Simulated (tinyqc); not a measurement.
Straight dislocations in isotropic elasticity: fields, energies, partials, Peierls stress and walls: one step, computed by the program tinyqc.

The line runs along z, the glide plane is y = 0, and beta is the angle between b and the line (0 screw, 90 degrees edge): b_e = b sin(beta) along +x with the extra half plane at y > 0, b_s = b cos(beta). Stress is positive in tension.

Question. Peierls-Nabarro core of the undissociated dislocation. Energy factor K = G [cos^2(beta) + sin^2(beta)/(1 - nu)]. Misfit energy gamma(u) = (gamma_us/2)(1 - cos(2 pi u/b)), so the largest restoring stress is tau_max = pi gamma_us/b; u(x) = b/2 + (b/pi) arctan(x/zeta), zeta = K b/(4 pi tau_max). Summing the misfit energy over atomic rows a' apart gives, for a wide core, W_P = (K b^2/pi) exp(-2 pi zeta/a') and sigma_P = (K b/a') exp(-2 pi zeta/a'); a' = b/2 for edge and 30-degree lines, b sqrt(3)/2 for screw and 60-degree lines.

Inputs (values chosen for the exercise, modelled on germanium): Burgers vector b = 4 angstrom; unstable fault energy gamma_us = 1750 mJ/m^2.

Character: 60-degree.

energy factor K = 64.61784 GPa

Constants: 1 eV/angstrom^3 = 160.2176634 GPa.

Give: tau_max; half width zeta; row spacing a'; Peierls barrier W_P; Peierls stress sigma_P.

Answer.

tau_max = 13.74 GPa

half width zeta = 1.496 angstrom

row spacing a' = 3.464 angstrom

Peierls barrier W_P = 1361 meV/nm

Peierls stress sigma_P = 4943 MPa

Caution: for a core this narrow higher harmonics of the row sum matter and the wide-core formula is rough. Caution: in covalent crystals lines are dissociated and reconstructed and move by kinks, so this sinusoidal model gives only the trend.
